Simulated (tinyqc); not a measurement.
Inside a calculation. Model: voltage acceleration of oxide breakdown, four models on the same data.

Program tinyqc, `OMP_NUM_THREADS=1 python tinyqc.py 2070090 2070091 out.jsonl`; Intel Xeon 2.30GHz, shared host, one thread, about 0.01 s. Printed values are rounded.

Field E = V/tox in MV/cm. Models: ln(t63/1 s) = a - c X with X = E (E model), -1/E (1/E model), ln V (power law, c the exponent n) or sqrt(E).

Parameters, values chosen for the exercise:
```
symbol,value,unit,meaning
tox,4.5,nm,oxide thickness
Vu,2.8,V,use voltage
Ts,423,K,stress temperature
Tu,358,K,use temperature
Ea,0.64,eV,activation energy
ks,3.9e-6,,factor for area and percentile
```

Constants: q = 1.602176634e-19 C, kB = 1.380649e-23 J/K. Results are converted to the units shown.

Range of the model: All four laws are empirical fits; none is established far below the stress range.

## Fitting the models

| stress | V (V) | t63 (s) |
|---|---|---|
| 0 | 4.8 | 4.836e5 |
| 1 | 5.64 | 4300 |
| 2 | 6.38 | 67.08 |

The three stress times were made with the E model, c = 2.53, and are treated as data. For each model fit ln t63 on X by least squares over the three points.

| model | c | a | largest misfit in ln t63 (0: below 0.002) |
|---|---|---|---|
| E | 2.530004 | 40.07574 | 0.0000000 |
| 1/E | 379.0519 | -22.28466 | 0.4075291 |
| power | 31.12098 | 61.99541 | 0.2066481 |
| sqrt E | 17.76882 | 71.16852 | 0.1038109 |

The worst misfit of any model is 0.41 in ln t63, a factor of 1.50 in time, comparable to the scatter of t63 from small samples, so such data hardly tell the models apart.

## Projection to use conditions

Project to Vu, multiply by exp[(Ea q/kB)(1/Tu - 1/Ts)] and by ks; ten years are 3.15576e8 s. The largest voltage for ten years solves the same relation for V.

temperature factor = 24.23612

| model | lifetime (years) | largest voltage for ten years (V) |
|---|---|---|
| E | 0.1107446 | 1.999052 |
| 1/E | 1.799401e5 | 3.336642 |
| power | 30.52753 | 2.902234 |
| sqrt E | 1.365185 | 2.554062 |

The lifetimes span 6.21 decades, from the E model (most cautious) to the 1/E model; the allowed voltage spans 2.00 to 3.34 V. 2 of the four models pass ten years at Vu. Lifetimes beyond a thousand years are formal extrapolations.
